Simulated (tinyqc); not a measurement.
# Worked calculation: modulation-doped quantum well, Poisson-Schroedinger loop

Computed by the program tinyqc: `OMP_NUM_THREADS=1 python tinyqc.py 2140045 2140046 out.jsonl`, one thread of a shared Intel Xeon 2.30GHz, about 0.2 s for the whole run. Printed values are rounded.

A well of width L centred at z = 0 between barriers Vb; effective-mass electrons, parabolic bands. The electrons come from donor sheets outside the mesh, a share fL of Ns on the left and the rest on the right, so the structure is neutral. Energies are counted from the band edge of the well, with U = 0 on the first node in the Hartree part.

Inputs (values chosen for the exercise); material values close to those of In0.53Ga0.47As in InAlAs:

| symbol | value | unit | meaning |
|---|---|---|---|
| T | 400 | K | temperature |
| md | 0.0406 | m0 | in-plane mass |
| Vb | 0.506 | eV | barrier height |
| eps_r | 13.8 |  | relative permittivity (all layers) |
| L | 8.4 | nm | well width |
| hz | 1.2 | nm | mesh step |
| Ns | 6.7e11 | cm^-2 | sheet density of electrons |
| fL | 1 |  | share of the donors on the left side |
| Fz | 40 | kV/cm | applied field along z |
| a | 0.5 |  | mixing factor |

Constants: q = 1.602176634e-19 C, kB = 1.380649e-23 J/K, hbar = 1.054571817e-34 J s, m0 = 9.1093837015e-31 kg, Vt = kB T/q, eps0 = 8.8541878128e-14 F/cm where lengths are in cm, hbar^2/(2 m0) = 0.0380998212 eV nm^2. Results are converted to the units shown.

## Fixed part of the potential

z, node 1 to 17 (nm): [-9.6, -8.4, -7.2, -6, -4.8, -3.6, -2.4, -1.2, 0, 1.2, 2.4, 3.6, 4.8, 6, 7.2, 8.4, 9.6]

V0 = 0 in the well and Vb outside, plus q Fz z (1 kV/cm = 1e-4 eV/nm).

fixed potential V0, node 1 to 17 (eV): [0.467600, 0.472400, 0.477200, 0.482000, 0.486800, -0.014400, -0.009600, -0.004800, 0.000000, 0.004800, 0.009600, 0.014400, 0.525200, 0.530000, 0.534800, 0.539600, 0.544400]

## Round 1: levels and probability densities

self-consistent potential U at the start, node 1 to 17 (eV): [0, 0, 0, 0, 0, 0, 0, 0, 0, 0, 0, 0, 0, 0, 0, 0, 0]
mass on the intervals 1/2, 3/2, ... (mean of both at an interface) (m0): [0.0761, 0.0761, 0.0761, 0.0761, 0.0761, 0.058, 0.0399, 0.0399, 0.0399, 0.0399, 0.0399, 0.0399, 0.058, 0.0761, 0.0761, 0.0761, 0.0761, 0.0761]

Tridiagonal Hamiltonian with psi = 0 one step beyond both ends: H_ii = C (1/m_(i-1/2) + 1/m_(i+1/2))/hz^2 + V0_i + U_i, H_(i,i+1) = -C/(m_(i+1/2) hz^2), C = hbar^2/(2 m0). The lowest 2 level(s) are kept, normalised to hz sum |psi|^2 = 1.

levels (eV): E1 0.058200, E2 0.243191
|psi|^2 of E1, node 1 to 17 (1/nm): [0.000002, 0.000022, 0.000184, 0.001506, 0.012395, 0.073554, 0.123553, 0.156700, 0.162085, 0.139881, 0.099413, 0.054513, 0.008488, 0.000925, 0.000100, 0.000010, 0.000001]
|psi|^2 of E2, node 1 to 17 (1/nm): [0.000045, 0.000318, 0.001655, 0.008264, 0.041445, 0.158538, 0.142402, 0.045240, 0.000993, 0.069782, 0.161482, 0.158385, 0.037151, 0.006370, 0.001071, 0.000171, 0.000021]

## Round 1: Fermi level and occupations

Level k holds N_k = D_k Vt ln(1 + exp((EF - E_k)/Vt)) with D = md m0 q/(pi hbar^2) per eV (spin included); EF is fixed by sum N_k = Ns.

EF = 0.0840210 eV
N_k (cm^-2): E1 6.64255e11, E2 5.74474e9

## Round 1: density, output potential and mixing

n_i = sum_k N_k |psi_k|^2 (converted to cm^-3). Hartree part by Gauss: on the interval after node i the enclosed sheet charge is S_i = fL Ns - hz sum_(j<=i) n_j, and U_(i+1) = U_i + q S_i hz/(eps0 eps_r) in eV, U_1 = 0. Mixing: U(new) = U + a (U(out) - U).

n, node 1 to 17 (in units of 1e18 cm^-3): [0.00002, 0.00017, 0.00132, 0.01048, 0.08471, 0.49770, 0.82889, 1.04349, 1.07672, 0.93318, 0.66963, 0.37120, 0.05852, 0.00651, 0.00072, 0.00008, 0.00001]
U(out), node 1 to 17 (eV): [0.0000000, 0.0105423, 0.0210844, 0.0316239, 0.0421437, 0.0525035, 0.0619235, 0.0697785, 0.0756632, 0.0795148, 0.0816044, 0.0824296, 0.0825539, 0.0825678, 0.0825693, 0.0825694, 0.0825695]
U after round 1, node 1 to 17 (eV): [0.0000000, 0.0052712, 0.0105422, 0.0158120, 0.0210718, 0.0262517, 0.0309618, 0.0348893, 0.0378316, 0.0397574, 0.0408022, 0.0412148, 0.0412770, 0.0412839, 0.0412846, 0.0412847, 0.0412847]

## Round 2: levels and probability densities

As before.

levels (eV): E1 0.093957, E2 0.277946
|psi|^2 of E1, node 1 to 17 (1/nm): [0.000003, 0.000030, 0.000231, 0.001772, 0.013903, 0.079907, 0.130340, 0.159881, 0.160132, 0.134402, 0.093478, 0.050532, 0.007784, 0.000839, 0.000089, 0.000009, 0.000001]
|psi|^2 of E2, node 1 to 17 (1/nm): [0.000065, 0.000420, 0.001997, 0.009190, 0.043123, 0.158032, 0.135888, 0.038844, 0.002315, 0.076122, 0.165307, 0.158198, 0.036497, 0.006143, 0.001014, 0.000159, 0.000019]

## Round 2: Fermi level and occupations

As before.

EF = 0.119763 eV
N_k (cm^-2): E1 6.64089e11, E2 5.91072e9

## Round 2: density, output potential and mixing

As before.

n, node 1 to 17 (in units of 1e18 cm^-3): [0.00002, 0.00022, 0.00165, 0.01231, 0.09488, 0.53999, 0.87361, 1.06405, 1.06356, 0.89705, 0.63055, 0.34493, 0.05385, 0.00593, 0.00065, 0.00007, 0.00001]
U(out), node 1 to 17 (eV): [0.0000000, 0.0105423, 0.0210842, 0.0316230, 0.0421386, 0.0524750, 0.0617918, 0.0694591, 0.0751172, 0.0787671, 0.0807233, 0.0814888, 0.0816031, 0.0816157, 0.0816171, 0.0816172, 0.0816172]
U after round 2, node 1 to 17 (eV): [0.0000000, 0.0079068, 0.0158132, 0.0237175, 0.0316052, 0.0393634, 0.0463768, 0.0521742, 0.0564744, 0.0592623, 0.0607627, 0.0613518, 0.0614400, 0.0614498, 0.0614509, 0.0614510, 0.0614510]

## Course of the self-consistent loop

Start from U = 0. Stop when the largest |U(out) - U| is below 1e-7 eV, or after 120 rounds.

Course of the iteration:
```
round  level E1 (eV)    EF (eV)  largest |U(out) - U| (eV)
1          0.0581998  0.0840210                     0.0826
2          0.0939566   0.119763                     0.0403
3           0.111507   0.137307                     0.0197
4           0.120148   0.145945                    9.64e-3
5           0.124410   0.150206                    4.72e-3
6           0.126515   0.152310                    2.31e-3
7           0.127555   0.153350                    1.13e-3
8           0.128070   0.153865                    5.57e-4
9           0.128324   0.154119                    2.74e-4
...              ...        ...                        ...
13          0.128559   0.154354                    1.61e-5
14          0.128567   0.154361                    7.98e-6
15          0.128571   0.154365                    3.95e-6
16          0.128573   0.154367                    1.95e-6
17          0.128573   0.154368                    9.70e-7
18          0.128574   0.154369                    4.81e-7
19          0.128574   0.154369                    2.39e-7
20          0.128574   0.154369                    1.19e-7
21          0.128574   0.154369                    5.90e-8
```

Converged in 21 rounds. Towards the end the residual shrinks by a factor of about 0.50 a round.

## Converged levels, occupations and centroid

converged U, node 1 to 17 (eV): [0.0000000, 0.0105423, 0.0210840, 0.0316220, 0.0421329, 0.0524456, 0.0616635, 0.0691569, 0.0746114, 0.0780847, 0.0799263, 0.0806413, 0.0807472, 0.0807587, 0.0807600, 0.0807601, 0.0807601]

Solve for the levels with V0 + U, find EF, n_i = sum_k N_k |psi_k|^2 (in cm^-3); share of each level N_k/Ns; centroid sum n z/sum n.

levels (eV): E1 0.128574, E2 0.311740
EF = 0.154369 eV
shares (%): E1 99.0969, E2 0.9031
n, node 1 to 17 (in units of 1e18 cm^-3): [0.00004, 0.00030, 0.00203, 0.01428, 0.10500, 0.57980, 0.91332, 1.07981, 1.04928, 0.86416, 0.59661, 0.32263, 0.04995, 0.00546, 0.00060, 0.00006, 0.00001]
centroid = -0.407365 nm

With 400 intervals across the well and the same walls, E2 - E1 = 193.0 meV and EF - E1 = 25.92 meV; this mesh gives 183.2 and 25.79 meV.
